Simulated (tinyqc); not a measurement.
Worked calculation: Pariser-Parr-Pople SCF with singles CI, for the molecule O=C1C=CC(=O)C=C1 (SMILES; centres numbered as the heavy atoms are written). Computed by tinyqc, a small Python program that keeps every step. Settings: charge = 0, gamma = MN, start = huckel, damping = 0.5, iteration cap = 84, excitations kept = 9. Command: `OMP_NUM_THREADS=1 python tinyqc.py 23661 23662 out.jsonl` (the two numbers bound the seeds that draw the settings). One thread of a shared host (Intel(R) Xeon(R) Processor @ 2.60GHz), about 0.01 s of CPU time with the checks. Later iterations appear only in the table of the cycle.

## PPP integrals

Centres (angstrom, eV; a flat drawing with bonds scaled to 1.40 angstrom):
```
centre          x          y  core charge z          W   gamma_rr
1O       2.800000   0.000000              1  17.700000  15.200000
2C       1.400000   0.000000              1  11.160000  11.130000
3C       0.700000   1.212000              1  11.160000  11.130000
4C      -0.700000   1.212000              1  11.160000  11.130000
5C      -1.400000   0.000000              1  11.160000  11.130000
6O      -2.800000   0.000000              1  17.700000  15.200000
7C      -0.700000  -1.212000              1  11.160000  11.130000
8C       0.700000  -1.212000              1  11.160000  11.130000
```

Resonance integrals (eV):
```
i  j       beta
1  2  -2.510000
2  3  -2.390000
3  4  -2.390000
4  5  -2.390000
5  6  -2.510000
5  7  -2.390000
7  8  -2.390000
8  2  -2.390000
```

Mataga-Nishimoto: gamma = 14.399645/(R + a), a = 2 x 14.399645/(gamma_rr + gamma_ss); H_rr = -W_r - sum_(s != r) z_s gamma_rs; H_rs = beta for bonds.

repulsion gamma_rs (eV):
```
           1O         2C         3C         4C         5C         6O         7C         8C
1O  15.200000   5.774219   4.092627   3.001369   2.720105   2.199311   3.001369   4.092627
2C   5.774219  11.130000   5.346287   3.872515   3.517455   2.720105   3.872515   5.346287
3C   4.092627   5.346287  11.130000   5.345539   3.872515   3.001369   3.518103   3.873196
4C   3.001369   3.872515   5.345539  11.130000   5.346287   4.092627   3.873196   3.518103
5C   2.720105   3.517455   3.872515   5.346287  11.130000   5.774219   5.346287   3.872515
6O   2.199311   2.720105   3.001369   4.092627   5.774219  15.200000   4.092627   3.001369
7C   3.001369   3.872515   3.518103   3.873196   5.346287   4.092627  11.130000   5.345539
8C   4.092627   5.346287   3.873196   3.518103   3.872515   3.001369   5.345539  11.130000
```

core matrix H (eV):
```
            1O          2C          3C          4C          5C          6O          7C          8C
1O  -42.581627   -2.510000    0.000000    0.000000    0.000000    0.000000    0.000000    0.000000
2C   -2.510000  -41.609383   -2.390000    0.000000    0.000000    0.000000    0.000000   -2.390000
3C    0.000000   -2.390000  -40.209636   -2.390000    0.000000    0.000000    0.000000    0.000000
4C    0.000000    0.000000   -2.390000  -40.209636   -2.390000    0.000000    0.000000    0.000000
5C    0.000000    0.000000    0.000000   -2.390000  -41.609383   -2.510000   -2.390000    0.000000
6O    0.000000    0.000000    0.000000    0.000000   -2.510000  -42.581627    0.000000    0.000000
7C    0.000000    0.000000    0.000000    0.000000   -2.390000    0.000000  -40.209636   -2.390000
8C    0.000000   -2.390000    0.000000    0.000000    0.000000    0.000000   -2.390000  -40.209636
```

## Starting guess

pi electrons, sum of z_r less the charge = 8

Orbitals of the Hueckel matrix of the beta values.

P at the start:
```
           1O         2C         3C         4C         5C         6O         7C         8C
1O   1.000000   0.771039   0.000000  -0.306017   0.000000   0.467125  -0.306017   0.000000
2C   0.771039   1.000000   0.442789   0.000000  -0.115648   0.000000   0.000000   0.442789
3C   0.000000   0.442789   1.000000   0.824262   0.000000  -0.306017  -0.175738   0.000000
4C  -0.306017   0.000000   0.824262   1.000000   0.442789   0.000000   0.000000  -0.175738
5C   0.000000  -0.115648   0.000000   0.442789   1.000000   0.771039   0.442789   0.000000
6O   0.467125   0.000000  -0.306017   0.000000   0.771039   1.000000   0.000000  -0.306017
7C  -0.306017   0.000000  -0.175738   0.000000   0.442789   0.000000   1.000000   0.824262
8C   0.000000   0.442789   0.000000  -0.175738   0.000000  -0.306017   0.824262   1.000000
```

## Iteration 1: Fock matrix

F_rr = H_rr + P_rr gamma_rr / 2 + sum_(s != r) P_ss gamma_rs; F_rs = H_rs - P_rs gamma_rs / 2; E = tr P (H + F) / 2 + core repulsion sum_(r<s) z_r z_s gamma_rs.

F (eV):
```
            1O         2C         3C         4C         5C          6O         7C         8C
1O  -10.100000  -4.736073   0.000000   0.459235   0.000000   -0.513677   0.459235   0.000000
2C   -4.736073  -5.595000  -3.573640   0.000000   0.203394    0.000000   0.000000  -3.573640
3C    0.000000  -3.573640  -5.595000  -4.593061   0.000000    0.459235   0.309133   0.000000
4C    0.459235   0.000000  -4.593061  -5.595000  -3.573640    0.000000   0.000000   0.309133
5C    0.000000   0.203394   0.000000  -3.573640  -5.595000   -4.736073  -3.573640   0.000000
6O   -0.513677   0.000000   0.459235   0.000000  -4.736073  -10.100000   0.000000   0.459235
7C    0.459235   0.000000   0.309133   0.000000  -3.573640    0.000000  -5.595000  -4.593061
8C    0.000000  -3.573640   0.000000   0.309133   0.000000    0.459235  -4.593061  -5.595000
```

pi energy = -112.247548 eV

## Iteration 1: orbitals and new P

Diagonalise F (the basis is taken as orthonormal) and form P = 2 sum c c over the lowest orbitals; 0.5 of the old P is kept.

orbital energies (eV): -14.735844  -13.808276  -10.903940  -10.497194  -5.263998  -0.692806  -0.244428  2.376485

P after iteration 1:
```
           1O         2C         3C         4C         5C         6O         7C         8C
1O   1.191740   0.769710   0.012060  -0.289939  -0.067550   0.386139  -0.289939   0.012060
2C   0.769710   0.867243   0.410795   0.064568  -0.069075  -0.067550   0.064568   0.410795
3C   0.012060   0.410795   0.970509   0.841468   0.064568  -0.289939  -0.158532  -0.029491
4C  -0.289939   0.064568   0.841468   0.970509   0.410795   0.012060  -0.029491  -0.158532
5C  -0.067550  -0.069075   0.064568   0.410795   0.867243   0.769710   0.410795   0.064568
6O   0.386139  -0.067550  -0.289939   0.012060   0.769710   1.191740   0.012060  -0.289939
7C  -0.289939   0.064568  -0.158532  -0.029491   0.410795   0.012060   0.970509   0.841468
8C   0.012060   0.410795  -0.029491  -0.158532   0.064568  -0.289939   0.841468   0.970509
```

## Iteration 2: Fock matrix

As before.

F (eV):
```
           1O         2C         3C         4C         5C         6O         7C         8C
1O  -9.767187  -4.732238  -0.024679   0.435106   0.091872  -0.424620   0.435106  -0.024679
2C  -4.732238  -5.715810  -3.488115  -0.125021   0.121484   0.091872  -0.125021  -3.488115
3C  -0.024679  -3.488115  -5.998406  -4.639050  -0.125021   0.435106   0.278866   0.057113
4C   0.435106  -0.125021  -4.639050  -5.998406  -3.488115  -0.024679   0.057113   0.278866
5C   0.091872   0.121484  -0.125021  -3.488115  -5.715810  -4.732238  -3.488115  -0.125021
6O  -0.424620   0.091872   0.435106  -0.024679  -4.732238  -9.767187  -0.024679   0.435106
7C   0.435106  -0.125021   0.278866   0.057113  -3.488115  -0.024679  -5.998406  -4.639050
8C  -0.024679  -3.488115   0.057113   0.278866  -0.125021   0.435106  -4.639050  -5.998406
```

pi energy = -113.140676 eV

## Iteration 2: orbitals and new P

As before.

orbital energies (eV): -14.833673  -13.689354  -10.973435  -10.817595  -5.026719  -1.137603  -0.436341  1.955103

P after iteration 2:
```
           1O         2C         3C         4C         5C         6O         7C         8C
1O   1.280304   0.774834   0.016037  -0.281317  -0.097627   0.342877  -0.281317   0.016037
2C   0.774834   0.805420   0.391802   0.094453  -0.047983  -0.097627   0.094453   0.391802
3C   0.016037   0.391802   0.957138   0.852553   0.094453  -0.281317  -0.147447  -0.042862
4C  -0.281317   0.094453   0.852553   0.957138   0.391802   0.016037  -0.042862  -0.147447
5C  -0.097627  -0.047983   0.094453   0.391802   0.805420   0.774834   0.391802   0.094453
6O   0.342877  -0.097627  -0.281317   0.016037   0.774834   1.280304   0.016037  -0.281317
7C  -0.281317   0.094453  -0.147447  -0.042862   0.391802   0.016037   0.957138   0.852553
8C   0.016037   0.391802  -0.042862  -0.147447   0.094453  -0.281317   0.852553   0.957138
```

## Iteration 3: Fock matrix

As before.

F (eV):
```
           1O         2C         3C         4C         5C         6O         7C         8C
1O  -9.614165  -4.747030  -0.032816   0.422168   0.132778  -0.377046   0.422168  -0.032816
2C  -4.747030  -5.771544  -3.437344  -0.182885   0.084389   0.132778  -0.182885  -3.437344
3C  -0.032816  -3.437344  -6.184772  -4.668678  -0.182885   0.422168   0.259366   0.083007
4C   0.422168  -0.182885  -4.668678  -6.184772  -3.437344  -0.032816   0.083007   0.259366
5C   0.132778   0.084389  -0.182885  -3.437344  -5.771544  -4.747030  -3.437344  -0.182885
6O  -0.377046   0.132778   0.422168  -0.032816  -4.747030  -9.614165  -0.032816   0.422168
7C   0.422168  -0.182885   0.259366   0.083007  -3.437344  -0.032816  -6.184772  -4.668678
8C  -0.032816  -3.437344   0.083007   0.259366  -0.182885   0.422168  -4.668678  -6.184772
```

pi energy = -113.573004 eV

## Iteration 3: orbitals and new P

As before.

orbital energies (eV): -14.906867  -13.643142  -11.195824  -10.759935  -4.904894  -1.339734  -0.522641  1.762530

P after iteration 3:
```
           1O         2C         3C         4C         5C         6O         7C         8C
1O   1.320973   0.781083   0.016616  -0.276351  -0.110348   0.318310  -0.276351   0.016616
2C   0.781083   0.776643   0.379897   0.108212  -0.038125  -0.110348   0.108212   0.379897
3C   0.016616   0.379897   0.951192   0.859908   0.108212  -0.276351  -0.140092  -0.048808
4C  -0.276351   0.108212   0.859908   0.951192   0.379897   0.016616  -0.048808  -0.140092
5C  -0.110348  -0.038125   0.108212   0.379897   0.776643   0.781083   0.379897   0.108212
6O   0.318310  -0.110348  -0.276351   0.016616   0.781083   1.320973   0.016616  -0.276351
7C  -0.276351   0.108212  -0.140092  -0.048808   0.379897   0.016616   0.951192   0.859908
8C   0.016616   0.379897  -0.048808  -0.140092   0.108212  -0.276351   0.859908   0.951192
```

## Convergence

Stop when output and input P, before any damping, agree to 1e-7.

Course of the cycle:
```
iteration         E (eV)  largest |P(out) - P(in)|
1          -112.24754846                  3.83e-01
2          -113.14067616                  1.77e-01
3          -113.57300420                  8.13e-02
4          -113.78944329                  3.72e-02
5          -113.89940388                  1.87e-02
6          -113.95559606                  1.23e-02
7          -113.98437002                  8.31e-03
8          -113.99911125                  5.73e-03
9          -114.00666244                  4.01e-03
10         -114.01052922                  2.82e-03
11         -114.01250850                  1.99e-03
...                  ...                       ...
30         -114.01458050                  2.96e-06
31         -114.01458050                  2.10e-06
32         -114.01458050                  1.49e-06
33         -114.01458050                  1.05e-06
34         -114.01458050                  7.47e-07
35         -114.01458050                  5.30e-07
36         -114.01458050                  3.75e-07
37         -114.01458050                  2.66e-07
38         -114.01458050                  1.89e-07
39         -114.01458050                  1.34e-07
40         -114.01458050                  9.48e-08
```

Converged in 40 iterations.

## Converged orbitals

Charges are z - P_rr.

orbital energies (eV): -14.979855  -13.625493  -11.394061  -10.735968  -4.747960  -1.494810  -0.601524  1.593810

coefficients:
```
         MO1        MO2        MO3        MO4        MO5        MO6        MO7        MO8
1O  0.331485   0.519876   0.000000   0.545408   0.448817   0.000000  -0.304380  -0.168203
2C  0.421075   0.440548   0.000000   0.059369  -0.349702   0.000000   0.564952   0.428516
3C  0.326201   0.133505   0.500000  -0.315440  -0.296876   0.500000  -0.209978  -0.379527
4C  0.326201  -0.133505   0.500000  -0.315440   0.296876  -0.500000  -0.209978   0.379527
5C  0.421075  -0.440548   0.000000   0.059369   0.349702   0.000000   0.564952  -0.428516
6O  0.331485  -0.519876   0.000000   0.545408  -0.448817   0.000000  -0.304380   0.168203
7C  0.326201  -0.133505  -0.500000  -0.315440   0.296876   0.500000  -0.209978   0.379527
8C  0.326201   0.133505  -0.500000  -0.315440  -0.296876  -0.500000  -0.209978  -0.379527
```

pi charges: 1O -0.355247, 2C 0.250178, 3C 0.052534, 4C 0.052534, 5C 0.250178, 6O -0.355247, 7C 0.052534, 8C 0.052534

## Singles CI, singlets

Over the 9 single excitations with the smallest orbital gaps: A = (e_a - e_i) delta + 2 (ia|jb) - (ij|ab), with (pq|rs) = sum c_mp c_mq gamma_mn c_nr c_ns. f = 2/3 w |mu|^2 in atomic units, mu = sqrt2 sum c_ia sum_m c_mi c_ma R_m.

singlet CI matrix (eV):
```
          4>5       3>5        2>5       4>6        3>6        4>7        1>5        3>7
4>5  4.440200  0.000000   0.000000  0.000000   0.772248   0.000000   0.405763   0.000000
3>5  0.000000  2.943247   0.000000  0.166176   0.000000   0.000000   0.000000   0.000000
2>5  0.000000  0.000000   6.310926  0.000000   0.000000  -0.611685   0.000000   0.000000
4>6  0.000000  0.166176   0.000000  5.804072   0.000000   0.000000   0.000000   0.000000
3>6  0.772248  0.000000   0.000000  0.000000   7.002318   0.000000  -0.418717   0.000000
4>7  0.000000  0.000000  -0.611685  0.000000   0.000000   6.817404   0.000000   0.000000
1>5  0.405763  0.000000   0.000000  0.000000  -0.418717   0.000000   6.978329   0.000000
3>7  0.000000  0.000000   0.000000  0.000000   0.000000   0.000000   0.000000   6.941676
2>6  0.000000  0.000000   0.000000  0.000000   0.000000   0.000000   0.000000  -0.357115

           2>6
4>5   0.000000
3>5   0.000000
2>5   0.000000
4>6   0.000000
3>6   0.000000
4>7   0.000000
1>5   0.000000
3>7  -0.357115
2>6   8.322612
```

singlet excitation energies (eV): 2.933627  4.135506  5.813692  5.902131  6.842928  6.854791  7.226199  7.442412  8.409497

oscillator strengths: 0.000000  1.156222  0.000000  0.000000  1.163117  0.209629  0.000000  0.551501  0.278143

## Singles CI, triplets

Over the 9 single excitations with the smallest orbital gaps: A = (e_a - e_i) delta - (ij|ab), with (pq|rs) = sum c_mp c_mq gamma_mn c_nr c_ns.

triplet CI matrix (eV):
```
           4>5        3>5       2>5        4>6        3>6       4>7        1>5       3>7
4>5   0.650022   0.000000  0.000000   0.000000  -0.850710  0.000000  -0.433495  0.000000
3>5   0.000000   1.986206  0.000000  -0.850710   0.000000  0.000000   0.000000  0.000000
2>5   0.000000   0.000000  3.423096   0.000000   0.000000  1.353390   0.000000  0.000000
4>6   0.000000  -0.850710  0.000000   4.723600   0.000000  0.000000   0.000000  0.000000
3>6  -0.850710   0.000000  0.000000   0.000000   3.932541  0.000000   0.879729  0.000000
4>7   0.000000   0.000000  1.353390   0.000000   0.000000  5.294513   0.000000  0.000000
1>5  -0.433495   0.000000  0.000000   0.000000   0.879729  0.000000   5.156976  0.000000
3>7   0.000000   0.000000  0.000000   0.000000   0.000000  0.000000   0.000000  6.140616
2>6   0.000000   0.000000  0.000000   0.000000   0.000000  0.000000   0.000000  0.152201

          2>6
4>5  0.000000
3>5  0.000000
2>5  0.000000
4>6  0.000000
3>6  0.000000
4>7  0.000000
1>5  0.000000
3>7  0.152201
2>6  7.998787
```

triplet excitation energies (eV): 0.432534  1.743370  2.713443  3.568227  4.966436  5.738778  6.004167  6.128232  8.011171
